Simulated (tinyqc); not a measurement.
Inside a calculation. Method: empirical pseudopotential in a few plane waves. Computed by tinyqc, a small Python program that keeps every step. Settings: plane-wave index or count = 15. Command: `OMP_NUM_THREADS=1 python tinyqc.py 28632 28633 out.jsonl` (the two numbers bound the seeds that draw the settings). One thread of a shared host (Intel(R) Xeon(R) Processor @ 2.60GHz), about 0.2 s of CPU time with the checks.

## Bloch Hamiltonian at k

Parameters chosen for this model: fcc lattice, atoms at +/- a/8 (1,1,1); form factors in rydberg at |G|^2 in units of (2 pi/a)^2:
```
parameter                 value      unit
a                      5.990000  angstrom
VS(3)                 -0.217000        Ry
VS(8)                  0.055000        Ry
VS(11)                 0.032000        Ry
VA(3)                  0.085000        Ry
VA(4)                  0.065000        Ry
VA(11)                 0.034000        Ry
hbar^2/2m (2 pi/a)^2   4.192075        eV
```

k point k (2 pi / a): -0.550000  0.250000  -0.080000

Basis: the 15 shortest G (labels in 2 pi/a), the same at every k. H(G,G') = c |k + G|^2 delta + VS(|G-G'|^2) cos((G-G').tau) + i VA sin((G-G').tau), tau = a/8 (1,1,1); 1 Ry = 13.605693 eV.

H(k) at k (eV), lower triangle (Hermitian):
```
                     +0+0+0               -1-1-1               -1-1+1               -1+1-1
+0+0+0             1.556937
-1-1-1   2.087687-0.817758i            17.319138
-1-1+1  -2.087687-0.817758i   0.000000+0.884370i            15.977674
-1+1-1  -2.087687-0.817758i   0.000000+0.884370i             0.748313            21.511212
-1+1+1  -2.087687+0.817758i            -0.748313   0.000000+0.884370i   0.000000+0.884370i
+1-1-1  -2.087687-0.817758i   0.000000+0.884370i             0.748313             0.748313
+1-1+1  -2.087687+0.817758i            -0.748313   0.000000+0.884370i             0.000000
+1+1-1  -2.087687+0.817758i            -0.748313             0.000000   0.000000+0.884370i
+1+1+1   2.087687+0.817758i             0.000000            -0.748313            -0.748313
-2+0+0   0.000000-0.884370i  -2.087687+0.817758i  -2.087687-0.817758i  -2.087687-0.817758i
+0-2+0   0.000000-0.884370i  -2.087687+0.817758i  -2.087687-0.817758i   0.307862-0.327103i
+0+0-2   0.000000-0.884370i  -2.087687+0.817758i   0.307862-0.327103i  -2.087687-0.817758i
+0+0+2   0.000000+0.884370i  -0.307862-0.327103i   2.087687+0.817758i  -0.307862+0.327103i
+0+2+0   0.000000+0.884370i  -0.307862-0.327103i  -0.307862+0.327103i   2.087687+0.817758i
+2+0+0   0.000000+0.884370i  -0.307862-0.327103i  -0.307862+0.327103i  -0.307862+0.327103i

                     -1+1+1               +1-1-1               +1-1+1               +1+1-1
-1+1+1            20.169748
+1-1-1             0.000000             8.096573
+1-1+1             0.748313   0.000000+0.884370i             6.755109
+1+1-1             0.748313   0.000000+0.884370i             0.748313            12.288648
+1+1+1   0.000000+0.884370i            -0.748313   0.000000+0.884370i   0.000000+0.884370i
-2+0+0   2.087687-0.817758i   0.307862-0.327103i  -0.307862-0.327103i  -0.307862-0.327103i
+0-2+0  -0.307862-0.327103i  -2.087687-0.817758i   2.087687-0.817758i  -0.307862-0.327103i
+0+0-2  -0.307862-0.327103i  -2.087687-0.817758i  -0.307862-0.327103i   2.087687-0.817758i
+0+0+2  -2.087687+0.817758i  -0.307862+0.327103i  -2.087687+0.817758i   0.307862+0.327103i
+0+2+0  -2.087687+0.817758i  -0.307862+0.327103i   0.307862+0.327103i  -2.087687+0.817758i
+2+0+0   0.307862+0.327103i   2.087687+0.817758i  -2.087687+0.817758i  -2.087687+0.817758i

                     +1+1+1     -2+0+0     +0-2+0     +0+0-2
+1+1+1            10.947184
-2+0+0  -0.307862+0.327103i  27.547800
+0-2+0  -0.307862+0.327103i   0.748313  14.133161
+0+0-2  -0.307862+0.327103i   0.748313   0.748313  19.666699
+0+0+2  -2.087687-0.817758i  -0.748313  -0.748313   0.000000
+0+2+0  -2.087687-0.817758i  -0.748313   0.000000  -0.748313
+2+0+0  -2.087687-0.817758i   0.000000  -0.748313  -0.748313

           +0+0+2     +0+2+0    +2+0+0
+0+0+2  16.983772
+0+2+0   0.748313  22.517310
+2+0+0   0.748313   0.748313  9.102671
```

## Levels at k

Diagonalise the Hermitian matrix.

eigenvalues (eV): -2.567951  4.878526  6.715590  7.349560  11.701584  12.869707  13.346985  14.679119  16.352241  18.146143  20.185912  21.900139  23.464602  24.909399  30.642079

## Bands along a path

The same steps at evenly spaced points between the labelled ones.

Bands along the path (eV), lowest eight:
```
k            band 1    band 2    band 3    band 4     band 5     band 6     band 7     band 8
L         -2.019272  3.454319  7.816537  7.816537  10.931729  12.649397  12.649397  17.478700
L-G 0.20  -2.387999  3.942199  7.796980  7.796980  10.875875  12.631684  12.631684  17.303681
L-G 0.40  -2.824237  4.900325  7.907836  7.907836  10.982538  12.767370  12.767370  15.868633
L-G 0.60  -3.201223  6.164949  8.112720  8.112720  11.166382  12.782223  12.782223  14.040035
L-G 0.80  -3.448435  7.554914  8.332484  8.332484  11.108893  12.476412  12.476412  12.639201
G         -3.533865  8.433802  8.433802  8.433802  10.605583  12.283359  12.283359  12.283359
G-X 0.20  -3.419854  7.596853  8.115064  8.115064  11.505626  12.003142  12.837614  12.837614
G-X 0.40  -3.088625  6.287179  7.510336  7.510336  11.346507  12.469844  14.136717  14.136717
G-X 0.60  -2.578876  5.049483  6.990959  6.990959  10.783951  11.822644  15.782402  15.782402
G-X 0.80  -1.981391  4.038123  6.695715  6.695715  10.433432  11.265056  17.620919  17.620919
X         -1.484492  3.473482  6.676351  6.676351  10.374955  11.178142  19.463747  19.621192
```

With 4 band(s) filled, the highest filled level on these points lies at G and the lowest empty one at X: a gap of 1.9412 eV, indirect. This holds for the small fixed basis; with all plane waves up to |k + G|^2 = 21 (2 pi/a)^2 the gap along the path is 1.48 eV.

## Convergence with the number of plane waves

Levels at G counted from the fourth one.

Levels (eV):
```
plane waves     level 1   level 5   level 8
9            -13.550205  1.768740  3.303059
15           -11.967667  2.171781  3.849557
27           -11.135357  1.690886  4.182504
51           -11.025583  1.633348  4.214851
59           -11.006837  1.657997  4.063209
65           -10.998868  1.657163  4.042404
89           -10.987758  1.657933  4.048072
```
